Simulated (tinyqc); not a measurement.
# Square on-chip spiral inductor, lumped pi model: two studies

Outer diameter do = di + 2 n wd + 2 (n - 1) sp, mean da = (do + di)/2, fill p = (do - di)/(do + di), length l = 4 n da. L = 2.34 mu0 n^2 da/(1 + 2.75 p), mu0 = 4 pi 1e-7 H/m. Rs = rho l/(wd delta (1 - exp(-th/delta))), delta = sqrt(rho/(pi f mu0)). Cs = n wd^2 eps0 eo/hu across the coil. At each end Cox = l wd eps0 eo/(2 ho) leads to the substrate branch Rsi = 2 rs he/(l wd) in parallel with Csi = l wd eps0 11.7/(2 he). With one end grounded Y = 1/(Rs + i w L) + i w Cs + 1/[1/(i w Cox) + 1/(1/Rsi + i w Csi)], w = 2 pi f; Q = -Im Y/Re Y. Eddy currents in neighbouring turns and in the substrate are left out.

Inputs (values chosen for the exercise); values of the order met in silicon radio-frequency processes: number of turns n = 2.5; line width wd = 15 um; space between turns sp = 2 um; inner diameter di = 100 um; metal thickness th = 0.9 um; metal resistivity rho = 2.2 uohm cm; oxide below the coil ho = 3.4 um; oxide between coil and underpass hu = 0.7 um; relative permittivity of the oxide eo = 3.9; substrate resistivity rs = 1 ohm cm; effective spreading depth in the substrate he = 80 um; frequency f = 3 GHz.

Constants: eps0 = 8.8541878128e-12 F/m. Results are converted to the units shown.

Each table varies one quantity; the others keep the values above.

## Quality factor against frequency

Apparent inductance Im(1/Y)/w; share of the loss Re(substrate branch)/Re Y.

Quality factor against frequency:
```
f (GHz)  Rs (ohm)  w L/Rs       Q  apparent inductance (nH)  loss in the substrate (%)
0.22        2.500  0.7963  0.7955                     1.440                   6.787e-4
0.36        2.561   1.272   1.270                     1.441                   0.002982
0.59        2.641   2.022   2.015                     1.443                    0.01603
0.97        2.746   3.196   3.168                     1.450                    0.09910
1.6         2.886   5.018   4.884                     1.467                     0.6540
2.6         3.065   7.677   6.987                     1.514                      4.003
4.2         3.299   11.52   7.994                     1.644                      20.15
6.9         3.624   17.23   4.567                     2.061                      60.38
11          4.034   24.68  0.7686                     2.073                      87.95
```

What does the comparison show?

Q goes from 0.795 through a maximum of 7.99 (at f = 4.2 GHz among the rows listed) to 0.769; the exact peak is 8.06 at 3.88 GHz and Q reaches zero at the self-resonance, 13.3 GHz. The share of the substrate rises from 6.79e-4 to 87.9 %, and the apparent inductance ends at 1.44 times L. At the peak the substrate takes 15.9 % of the loss.

## Effect of the substrate resistivity

Same model as above.

Peak Q and its frequency from a search over f; self-resonance where Im Y = 0; Q at the given f (negative beyond resonance).

The same in every row: L (nH) = 1.440; do (um) = 181.0.

Effect of the substrate resistivity:
```
rs (ohm cm)  peak Q  f of the peak (GHz)  self-resonance (GHz)  Q at f
0.1           10.27                5.372                 11.43   8.014
1             8.057                3.884                 13.27   7.545
3             7.067                3.431                 19.18   6.950
10            7.921                4.846                 20.83   7.081
30            11.21                7.241                 20.98   7.860
100           14.67                9.274                 21.00   8.294
1000          17.46                10.74                 21.00   8.479
10000         17.85                10.94                 21.00   8.498
```

As rs goes from 0.1 to 10000, L stays at 1.44 nH, the peak Q goes from 10.3 through a minimum of 7.07 (at rs = 3 among the rows listed) to 17.9, its frequency goes from 5.37 through a minimum of 3.43 (at rs = 3 among the rows listed) to 10.9 GHz and the self-resonance rises from 11.4 to 21.0 GHz. In this model both a very low and a very high resistivity dissipate little: the first shorts the branch to a pure Cox, the second blocks the current. For rs = 0.1, 1 eddy currents in the substrate, left out, would lower Q markedly.

Program tinyqc, `OMP_NUM_THREADS=1 python tinyqc.py 2302094 2302095 out.jsonl`; Intel Xeon 2.30GHz, shared host, one thread, about 0.01 s.
